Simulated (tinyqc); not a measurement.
Equation-of-state fits to an energy-volume table made by a known binding curve. From one set of inputs to another, one input at a time. Computed by tinyqc, a small Python program. Command: `OMP_NUM_THREADS=1 python tinyqc.py 3031177 3031178 out.jsonl eosfit ladder`. One thread of a shared host (Intel(R) Xeon(R) Processor @ 2.30GHz), about 0.07 s of CPU time with the checks.

With x = (V/V_0)^(1/3), the energy per atom is E = D [exp(-2 eta (x - 1)) - 2 exp(-eta (x - 1))], so that B0 = 2 D eta^2/(9 V_0) and B' = 1 + eta. B' = dB/dP at P = 0.

The inputs printed are set A. Inputs not listed in the table keep their values of set A, so the rows need not describe a real material.

Inputs (values chosen for the exercise, for a model crystal):
```
quantity,value,unit
cohesive energy D,2.32,eV/atom
true volume V_0,38.8,angstrom^3/atom
stiffness eta,4.22,-
half-width of the volume window w,0.06,-
shift of the window centre s,-0.017,-
points N,5,-
compression V/V_0 for the pressure test,0.75,-
noise amplitude,0.11,meV
```

Binding curve: Morse. Noise: added.

numbers xi_j, drawn evenly from -1 to 1: [-0.5271, -0.5241, -0.2666, -0.2583, 0.6560, -0.5484, -0.8862, -0.0124, -0.7031, -0.0008, 0.9495, 0.1967, -0.6554, 0.2251, -0.7663, -0.1061, 0.0539, -0.9358, -0.9813, -0.0497, -0.7606]

Constants: 1 eV/angstrom^3 = 160.2176634 GPa.

Method:
- B0 and B' from the formulas above; P = -dE/dV at V = c V_0 (c the compression chosen), from the curve itself.
- Table: V_j = V_0 [1 + s + w (2 j/(N - 1) - 1)], j = 0..N-1, rounded to 0.001; E_j from the curve plus the noise amplitude times the listed numbers xi_j (xi_0 first), rounded to 1e-7 eV.
- Third-order Birch-Murnaghan is a cubic in u = V^(-2/3): fit it by linear least squares, find the minimum, and take B0 = V E''(V), B' = -1 - V E'''/E'' there.
- Errors are fitted minus exact, relative; the pressure at c V_0 uses P = (3 B0/2) (x^7 - x^5) [1 + (3/4)(B' - 4)(x^2 - 1)], x = (V0/V)^(1/3) with the fitted values.

Each row keeps all changes above it:
```
input moved,from,to,exact pressure at c V_0 (GPa),fitted B0 (GPa),fitted pressure at c V_0 (GPa)
set A,-,-,22.615,38.13,22.740
true volume V_0 (angstrom^3/atom),38.8,33.9,25.884,43.64,26.027
half-width of the volume window w,0.06,0.12,25.884,43.36,26.280
cohesive energy D (eV/atom),2.32,7.64,85.238,142.65,86.629
stiffness eta,4.22,2.88,32.926,66.53,33.221
```

Which inputs carry the difference?

Exact pressure at c V_0 goes from 22.6 to 32.9, a factor 1.46 in all. The largest single move comes from cohesive energy D (a factor 3.29), and stiffness eta works against it (a factor 0.386). Fitted B0 goes from 38.1 to 66.5, a factor 1.74 in all. The largest single move comes from cohesive energy D (a factor 3.29), and stiffness eta works against it (a factor 0.466). Fitted pressure at c V_0 goes from 22.7 to 33.2, a factor 1.46 in all. The largest single move comes from cohesive energy D (a factor 3.30), and stiffness eta works against it (a factor 0.383). The single moves hold for this order of the switches; the total does not depend on the order.

Extremes, crossings and ranges named in words are read from the listed rows.
